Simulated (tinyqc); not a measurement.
Kinetic Monte Carlo and master equation for a particle on a ring of sites with traps and bias: one step, computed by the program tinyqc.

6 sites on a ring, numbered 1 to 6. The saddle between i and i+1 lies at E0 + s b_i and site i at s eps_i; a force F tilts the landscape, with the saddle half-way.

Question. Rate table. Rates: k(i to i+1) = nu exp(-(E0 + s b_i - s eps_i - F a/2)/(k_B T)), k(i to i-1) = nu exp(-(E0 + s b_(i-1) - s eps_i + F a/2)/(k_B T)). Share right = k right/(k right + k left); mean stay = 1/(k right + k left).

Inputs (values chosen for the exercise, for a model defect): reference barrier E0 = 0.36 eV; scale factor s of the disorder = 1; attempt frequency nu = 12 THz; temperature T = 280 K; site spacing a = 3.3 angstrom; force F along the ring = 0.008 eV/angstrom.

Disorder: site traps.

site energies eps_i (eV): [-0.06, 0, -0.037, -0.06, 0, 0]

saddle shifts b_i between sites i and i+1 (eV): [0, 0, 0, 0, 0, 0]

Constants: k_B = 8.617333262e-05 eV/K.

Give: Rates, shares of right hops and mean stays.

Answer.

Rates, shares of right hops and mean stays:
```
site  k right (1/s)  k left (1/s)  share right  mean stay (s)
1         5.716e+05     1.914e+05       0.7492      1.311e-06
2         6.872e+06     2.301e+06       0.7492      1.090e-07
3         1.483e+06     4.965e+05       0.7492      5.052e-07
4         5.716e+05     1.914e+05       0.7492      1.311e-06
5         6.872e+06     2.301e+06       0.7492      1.090e-07
6         6.872e+06     2.301e+06       0.7492      1.090e-07
```

The particle stays longest on site 1, 12.0 times as long as on the quickest site.
